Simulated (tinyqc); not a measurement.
Hubbard ring of 4 sites, step by step. Computed by tinyqc, a small Python program that keeps every step. Settings: hopping = 1.54, U = 1.1, mixing = 0.2, iteration cap = 67. Command: `OMP_NUM_THREADS=1 python tinyqc.py 22586 22587 out.jsonl` (the two numbers bound the seeds that draw the settings). One thread of a shared host (Intel(R) Xeon(R) Processor @ 2.60GHz), about 0.2 s of CPU time with the checks.

one-body matrix (hopping and site energies) (eV):
```
          1         2         3         4
1   0.00000  -1.54000   0.00000  -1.54000
2  -1.54000   0.00000  -1.54000   0.00000
3   0.00000  -1.54000   0.00000  -1.54000
4  -1.54000   0.00000  -1.54000   0.00000
```

U = 1.10000 eV

electrons, up and down: 2  1

n(up) at the start (a guess, not normalised): 1 0.80000, 2 0.20000, 3 0.80000, 4 0.20000

n(down) at the start (a guess): 1 0.00000, 2 0.55000, 3 0.00000, 4 0.55000

Each step fills the lowest levels of T + U n(other spin) and sets n(new) = n + mixing (n(out) - n); stop when output and input agree to 1e-8.

Course of the cycle:
```
iteration      E (eV)  largest |n(out) - n(in)|  mean |n_up - n_down|
1          -5.6098841                  2.73e-01               0.30107
2          -5.6142480                  2.19e-01               0.29624
3          -5.6170793                  1.76e-01               0.29227
4          -5.6189172                  1.41e-01               0.28903
5          -5.6201113                  1.13e-01               0.28637
6          -5.6208881                  9.09e-02               0.28419
7          -5.6213941                  7.30e-02               0.28241
8          -5.6217241                  5.87e-02               0.28095
9          -5.6219397                  4.72e-02               0.27976
10         -5.6220807                  3.80e-02               0.27878
11         -5.6221731                  3.05e-02               0.27799
...               ...                       ...                   ...
57         -5.6223503                  1.96e-06               0.27441
58         -5.6223503                  1.60e-06               0.27441
59         -5.6223503                  1.30e-06               0.27441
60         -5.6223503                  1.06e-06               0.27441
61         -5.6223503                  8.65e-07               0.27441
62         -5.6223503                  7.05e-07               0.27441
63         -5.6223503                  5.75e-07               0.27441
64         -5.6223503                  4.69e-07               0.27441
65         -5.6223503                  3.82e-07               0.27441
66         -5.6223503                  3.12e-07               0.27441
67         -5.6223503                  2.54e-07               0.27441
```

Can the last value be used, and what does the course show?

Not by the stop rule, although the second column moves by less than 1e-07 over the last three steps. Not converged within 67 iterations: the residual falls steadily but slowly, by a factor of about 0.82 a step. The lowest mean-field energy found from random starts is -5.62235 eV. Reruns (cap 100 unless said): mixing 0.5: converged in 29 (E = -5.62235); mixing 0.9: converged in 11 (E = -5.62235); the original settings with a cap of 400: converged in 83 (E = -5.62235).
